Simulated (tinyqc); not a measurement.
Crystal pulling from the melt: segregation, interface stability, heat balance and point-defect regime. From k_eff back to diffusivity in the melt D. Computed by tinyqc, a small Python program. Command: `OMP_NUM_THREADS=1 python tinyqc.py 3012185 3012186 out.jsonl pull inv`. One thread of a shared host (Intel(R) Xeon(R) Processor @ 2.30GHz), about 0.01 s of CPU time with the checks.

A dilute solute; steady pulling with a flat interface unless it is found unstable.

Inputs (values chosen for the exercise, modelled on germanium in silicon):

| quantity | value | unit |
|---|---|---|
| equilibrium coefficient k0 | 0.32 | - |
| kinematic viscosity nu | 0.0032 | cm^2/s |
| crystal rotation | 30 | rpm |
| pull rate V | 1.2 | mm/min |

Method. delta = 1.61 D^(1/3) nu^(1/6) omega^(-1/2), omega = 2 pi rpm/60; k_eff = k0/[k0 + (1 - k0) exp(-V delta/D)] (Burton, Prim and Slichter); the melt at the interface is enriched by k_eff/k0.

Problem. A run gave the result below. Find the diffusivity in the melt D, known to lie between 8.2e-05 and 0.00018 cm^2/s.

k_eff = 0.3862187

Solution.

Each step takes the trial c = (a f_b - b f_a)/(f_b - f_a), f being the result less the target and a, b, c the logarithms of the listed values; c replaces end b, the old b replaces a if the sign of f changed, and otherwise f_a is halved.

Scan of the range:

| diffusivity in the melt D (cm^2/s) | k_eff |
|---|---|
| 8.20e-05 | 0.405093 |
| 9.35e-05 | 0.397656 |
| 1.07e-04 | 0.390705 |
| 1.21e-04 | 0.384923 |
| 1.39e-04 | 0.378980 |
| 1.58e-04 | 0.373986 |
| 1.80e-04 | 0.369348 |

False position (Illinois rule, in the logarithm of the input) inside the bracket:

| step | end a | end b | trial | k_eff |
|---|---|---|---|---|
| 1 | 1.07000e-04 | 1.21000e-04 | 1.17712e-04 | 0.386175 |
| 2 | 1.07000e-04 | 1.17712e-04 | 1.17498e-04 | 0.386259 |
| 3 | 1.17712e-04 | 1.17498e-04 | 1.17600e-04 | 0.386219 |
| 4 | 1.17498e-04 | 1.17600e-04 | 1.17600e-04 | 0.386219 |

k_eff falls at every point of a 13-point scan of the range (every second point is shown), so one value fits; it is bracketed by 1.07e-4 and 1.21e-4. Answer: diffusivity in the melt D = 1.176e-4 cm^2/s.
